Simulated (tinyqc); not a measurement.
From results back to parameters: zigzag graphene nanoribbon in tight binding. Two cases, with inputs chosen for the exercise.

Problem. The edge state of a wide zigzag ribbon has weight 1 - x^2 on the edge site, x = 2 cos(k/2), and its amplitude falls by x from chain to chain, 1.5 acc apart. The weight below belongs to a hidden k between 2 pi/3 and pi.

Case 1.

Values chosen (out of a larger set: near those used for graphene; not measured data): acc = 1.42 angstrom (bond length).

edge weight = 0.470728

Case 2.

Values chosen (out of a larger set: near those used for graphene; not measured data): acc = 1.42 angstrom (bond length).

edge weight = 0.772517

Find: k; decay length.

Solution. x = sqrt(1 - weight), k = 2 arccos(x/2), decay length = -1.5 acc/ln x.

Case 1.

k = 2.397
decay length = 6.695 angstrom

Case 2.

k = 2.660
decay length = 2.877 angstrom

Computed by tinyqc, one run a case: `OMP_NUM_THREADS=1 python tinyqc.py N N+1 out.jsonl` with N = 1452014, 1452034; one thread of a shared Intel(R) Xeon(R) Processor @ 2.30GHz, about 0.01 s a run at most.
